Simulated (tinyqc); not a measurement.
What moves the results: cyclotron resonance of ellipsoidal valleys, Ge type. A value that a table varies takes the place of the one given here.

Valleys along [111], [-111], [1-11], [11-1], mass ml along the axis and mt across it. B lies in the (1-10) plane, b = (sin(theta)/sqrt2, sin(theta)/sqrt2, cos(theta)). For the angle phi between B and the axis, 1/mc^2 = cos^2(phi)/mt^2 + sin^2(phi)/(mt ml). Resonance: h nu = 2 muB B/mc, h = 2 pi hbar.

Constants: hbar = 6.58211957e-16 eV s; muB = 5.788381798e-05 eV/T.

Parameters, chosen for this exercise (near those of Ge; the results hold for these values, not for the real material):
- ml = 1.662 m0 (longitudinal mass)
- mt = 0.086 m0 (transverse mass)
- ths = (0, 15, 30, 45, 60, 75, 90) degrees (angles)
- g1 = 13.41 (Luttinger gamma1)
- g2 = 4.23 (gamma2)
- g3 = 5.7 (gamma3)
- theta = 39 degrees (angle of B from [001] towards [110])
- nu = 24 GHz (microwave frequency)

## Rotating the field

mc against theta; [-111] and [1-11] stay equal in this plane.

Cyclotron masses (m0):

| theta (degrees) | [111] | [-111] | [11-1] |
|---|---|---|---|
| 0 | 0.1418 | 0.1418 | 0.1418 |
| 15 | 0.1099 | 0.1461 | 0.2114 |
| 30 | 0.0942 | 0.1600 | 0.3519 |
| 45 | 0.0872 | 0.1878 | 0.3062 |
| 60 | 0.0863 | 0.2378 | 0.1843 |
| 75 | 0.0914 | 0.3185 | 0.1298 |
| 90 | 0.1040 | 0.3781 | 0.1040 |

What can be read from the table?

All valleys give one line at theta = 0, B along [001], with mc = 0.1418. The [111] valley reaches mt at 54.7 degrees, and [11-1] reaches its largest value sqrt(ml mt) = 0.3781 at 35.3 degrees, where B is perpendicular to it; the listed maximum of that branch is 0.3519. The pair [-111], [1-11] reaches the same value at 90 degrees.

## Heavy and light holes (cyclotron masses of warped hole bands)

E = c k^2 f(n) with f = g1 -/+ 2 sqrt(g2^2 + 3 (g3^2 - g2^2)(nx^2 ny^2 + ny^2 nz^2 + nz^2 nx^2)). For the orbit through k = 0 perpendicular to b = (sin(theta)/sqrt2, sin(theta)/sqrt2, cos(theta)), mc is the mean of 1/f over the directions n in that plane (180 evenly spaced angles). Quantum effects of the lowest levels are left out.

Cyclotron masses (m0):

| theta (degrees) | heavy | light |
|---|---|---|
| 0 | 0.2776 | 0.0434 |
| 15 | 0.2941 | 0.0430 |
| 30 | 0.3360 | 0.0422 |
| 45 | 0.3698 | 0.0415 |
| 60 | 0.3739 | 0.0414 |
| 75 | 0.3696 | 0.0418 |
| 90 | 0.3679 | 0.0420 |

What can be read from the table?

The heavy mass varies by 35 % over the table, with its largest listed value at 60 degrees ([111] lies at 54.7) and its smallest at 0; the light mass varies by 4.8 %. The warping term enters both with the same size, but it is set against a small inverse mass in one and a large one in the other (along [111], g1 - 2 g3 = 2.01 and g1 + 2 g3 = 24.81).

## What each parameter does

Resonance fields B = h nu mc/(2 muB) of the valleys [111], [-111] and [11-1]. Each row changes one parameter from the base and keeps the others.

Results:

| case | [111] (T) | [-111] (T) | [11-1] (T) |
|---|---|---|---|
| base | 0.0764 | 0.1497 | 0.3122 |
| ml = 1.911 m0 | 0.0765 | 0.1514 | 0.3329 |
| mt = 0.077 m0 | 0.0685 | 0.1352 | 0.2941 |
| theta = 43 degrees | 0.0752 | 0.1569 | 0.2809 |
| nu = 26.4 GHz | 0.0841 | 0.1647 | 0.3434 |

How do the results move?

The largest shifts from the base row, up to three for each result and ties (the steps differ in size, so this ranks the rows, not the parameters). [111] (T): mt -0.0080, nu +0.0076, theta -0.0012. [-111] (T): nu +0.0150, mt -0.0145, theta +0.0072. [11-1] (T): theta -0.0314, nu +0.0312, ml +0.0207.

(tinyqc, `OMP_NUM_THREADS=1 python tinyqc.py 1252202 1252203 out.jsonl`, Intel(R) Xeon(R) Processor @ 2.30GHz, 1 thread, shared host, about 0.01 s.)
